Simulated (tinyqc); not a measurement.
# Schottky diode by thermionic emission with image-force lowering and series resistance: effects of single changes

Metal on an n-type semiconductor with one parabolic valley; V > 0 is forward bias (metal positive). I = I0 [exp(Vj/(n Vt)) - 1] with Vj = V - I Rs; I0 = S A* T^2 exp(-(phi - dphi)/Vt), the lowering dphi taken at zero bias.

Inputs (values chosen for the exercise); band and dielectric values close to those of gallium nitride: temperature T = 300 K; electron mass me = 0.199 m0; relative permittivity eps_r = 9.35; barrier height seen from the metal phi = 1.05 eV; donor density Nd = 1.3e17 cm^-3; area S = 1.2e-5 cm^2.

Constants: q = 1.602176634e-19 C, kB = 1.380649e-23 J/K, h = 6.62607015e-34 J s, m0 = 9.1093837015e-31 kg, Vt = kB T/q, eps0 = 8.8541878128e-14 F/cm where lengths are in cm. Results are converted to the units shown.

Each table varies one quantity; the others keep the values above.

## Effect of the doping on the lowering

A* = 4 pi q me m0 kB^2/h^3 (times 1e-4 for A/(cm^2 K^2)); Nc = 2 (2 pi me m0 kB T/h^2)^1.5 (times 1e-6 for cm^-3); xi = Vt ln(Nc/Nd), Vbi = phi - xi; surface field Em = sqrt(2 q Nd (Vbi - V - Vt)/(eps0 eps_r)); dphi = sqrt(q Em/(4 pi eps0 eps_r)). Here V = 0 in Em.

Effect of the doping on the lowering:

| Nd (cm^-3) | Vbi (V) | Em (kV/cm) | dphi (meV) | I0 (A) |
|---|---|---|---|---|
| 1.2e14 | 0.79590 | 5.9805 | 9.5971 | 8.5918e-17 |
| 3.8e14 | 0.82570 | 10.846 | 12.924 | 9.7720e-17 |
| 1.2e15 | 0.85543 | 19.629 | 17.387 | 1.1613e-16 |
| 3.7e15 | 0.88454 | 35.068 | 23.239 | 1.4563e-16 |
| 1.2e16 | 0.91495 | 64.262 | 31.459 | 2.0015e-16 |
| 3.6e16 | 0.94336 | 113.07 | 41.729 | 2.9777e-16 |
| 1.1e17 | 0.97223 | 200.73 | 55.601 | 5.0923e-16 |
| 3.5e17 | 1.0022 | 363.68 | 74.839 | 1.0718e-15 |

dphi rises from 9.60 to 74.8 meV, as Nd^(0.26) (1/4 at fixed Vbi), and I0 grows by a factor of 12.5. Emission limits the current only if the drift velocity at the surface is well above A* T^2/(q Nc) = 6.03e6 cm/s; with a mobility of 1000 cm^2/(V s) it is less than three times that in 2 of the rows, where I0 is overstated.

## Soft saturation in reverse bias

Same model as above.

Here dphi follows the bias, J = -A* T^2 exp(-(phi - dphi(V))/Vt) [1 - exp(V/Vt)], without Rs.

Soft saturation in reverse bias:

| V (V) | Em (kV/cm) | dphi (meV) | J (A/cm^2) |
|---|---|---|---|
| -0.2 | 240.63 | 60.875 | -5.2018e-11 |
| -0.5 | 270.18 | 64.505 | -5.9885e-11 |
| -1 | 313.30 | 69.462 | -7.2543e-11 |
| -2 | 385.32 | 77.034 | -9.7228e-11 |
| -4 | 499.11 | 87.673 | -1.4673e-10 |
| -7 | 632.51 | 98.697 | -2.2476e-10 |
| -10 | 742.31 | 106.92 | -3.0893e-10 |
| -15 | 895.88 | 117.46 | -4.6446e-10 |

dphi rises from 60.9 to 117 meV, as the square root of the field, and |J| grows by a factor of 8.93: the reverse current does not saturate. Tunnelling and generation are left out.

tinyqc, about 0.01 s, one thread, Intel Xeon 2.30GHz (shared host): `OMP_NUM_THREADS=1 python tinyqc.py 2640009 2640010 out.jsonl`
